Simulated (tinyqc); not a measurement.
What each parameter does: heterojunction of two tight-binding chains.

Left chain: hopping -t1, sites at 2 t1 (band bottom 0). Right chain: hopping -t2, sites at dE + 2 t2 (bottom dE). t = c/(m a^2), c = hbar^2/2m0. The bond across the interface is -tc with tc = f sqrt(t1 t2), and the last left site has the extra energy U. In a chain E = bottom + 2t (1 - cos(ka)); the surface Green function of a half chain is g = -exp(ika)/t, with Im k > 0 where cos(ka) > 1.

Constants: hbar^2/2m0 = 3.80998211 eV angstrom^2.

Parameters, chosen for this exercise (masses and offset of the size met at InAs / GaSb; not measured data): a = 5 angstrom (site spacing); m1 = 0.024 m0 (mass on the left); m2 = 0.039 m0 (mass on the right); dE = 0.88 eV (band offset); f = 0.95 (factor on the interface hopping); U = -0.9 eV (extra energy on the last left site); E = 1.03 eV (electron energy).

T = 4 Im(S1) Im(S2) |G|^2 with G = 1/(E - 2 t1 - U - S1 - S2), S1 = -t1 exp(i k1 a), S2 = -(tc^2/t2) exp(i k2 a).

Results for these values:

| case | T | k1 a | k2 a |
|---|---|---|---|
| base | 0.8237 | 0.4055 | 0.1962 |

What happens to each result for m2 = 0.0468 m0, all else kept?

Answer: T rises from 0.8237 to 0.8546; k1 a does not change at the printed digits; k2 a rises from 0.1962 to 0.2150.

The same for each parameter in turn:

| case | T | k1 a | k2 a |
|---|---|---|---|
| base | 0.8237 | 0.4055 | 0.1962 |
| m1 = 0.0288 m0 | 0.7749 | 0.4448 | 0.1962 |
| m2 = 0.0468 m0 | 0.8546 | 0.4055 | 0.2150 |
| dE = 0.83 eV | 0.8716 | 0.4055 | 0.2267 |
| f = 0.855 | 0.7702 | 0.4055 | 0.1962 |
| U = -0.7 eV | 0.8382 | 0.4055 | 0.1962 |
| a = 4 angstrom | 0.8467 | 0.3236 | 0.1569 |

tinyqc: `OMP_NUM_THREADS=1 python tinyqc.py 1481126 1481127 out.jsonl`; about 0.01 s, one thread, shared Intel(R) Xeon(R) Processor @ 2.30GHz.
